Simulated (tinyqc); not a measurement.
Charge-trap memory cell: effect of the gate voltage.

Channel, tunnel oxide, storage layer, blocking layer, gate. N electrons per area sit in a sheet at the centroid and shift the threshold by U = (q/eps0) N (tb/eb + xc tn/en). EOT = t1 + 3.9 (tn/en + tb/eb); tunnel field F = (Vg - U)/EOT; dN/dt = eta (J/q)(1 - N/Nm). Fowler-Nordheim: J = A F^2 exp(-B/F), A = q^2/(16 pi^2 hbar mo phi) (times 1e14 for A/cm^2 with F in V/nm, emitter mass m0), B = (4/3) sqrt(mo/C) phi^1.5, C = hbar^2/(2 m0).

After 0.0001 s. The rate equation is integrated from N = 0 to the digits shown; blocking field (3.9 F + q N/eps0)/eb.

Inputs (values chosen for the exercise); oxide values close to those of silicon dioxide, storage layer close to silicon nitride, blocking layer close to aluminium oxide:
- phi = 3.12 eV (tunnel barrier)
- mo = 0.41 m0 (tunnelling mass)
- t1 = 4.5 nm (tunnel oxide (permittivity 3.9))
- tn = 5.5 nm (storage layer)
- en = 7.6 (its relative permittivity)
- tb = 13.7 nm (blocking layer)
- eb = 9 (its relative permittivity)
- xc = 0.32 (charge centroid, share of tn counted from the blocking side)
- eta = 0.87 (capture efficiency of an empty layer)
- Nm = 1.2e13 cm^-2 (trap density)

Constants: q = 1.602176634e-19 C, hbar = 1.054571817e-34 J s, m0 = 9.1093837015e-31 kg, eps0 = 8.8541878128e-14 F/cm where lengths are in cm, hbar^2/(2 m0) = 0.0380998212 eV nm^2. Results are converted to the units shown.

Effect of the gate voltage:

| Vg (V) | N/Nm | U (V) | F (V/nm) | blocking field (V/nm) |
|---|---|---|---|---|
| 12.5 | 0.03255 | 0.1240 | 0.9334 | 0.4123 |
| 13.4 | 0.1315 | 0.5009 | 0.9729 | 0.4533 |
| 14.2 | 0.2783 | 1.060 | 0.9910 | 0.4966 |
| 15.1 | 0.4652 | 1.772 | 1.005 | 0.5478 |
| 15.9 | 0.6289 | 2.395 | 1.019 | 0.5931 |
| 16.8 | 0.7966 | 3.034 | 1.038 | 0.6421 |
| 17.6 | 0.9168 | 3.491 | 1.064 | 0.6823 |
| 18.5 | 0.9908 | 3.773 | 1.111 | 0.7204 |

U rises from 0.124 to 3.77 V; the slope between neighbouring rows is at most 0.791 and 0.313 between the last two rows. In the upper rows it falls short of the 1 of a floating gate because capture weakens as the traps fill (99.1 % in the last row); where little charge has entered in the time given, the slope is small in any case. The blocking field reaches 7.20 MV/cm, where electrons may escape to the gate, which the model leaves out.

Range of the model: The Fowler-Nordheim form needs F t1 above phi; trap-assisted paths and leakage through the blocking layer are left out.

tinyqc, about 0.06 s, one thread, Intel Xeon 2.30GHz (shared host): `OMP_NUM_THREADS=1 python tinyqc.py 2130132 2130133 out.jsonl`
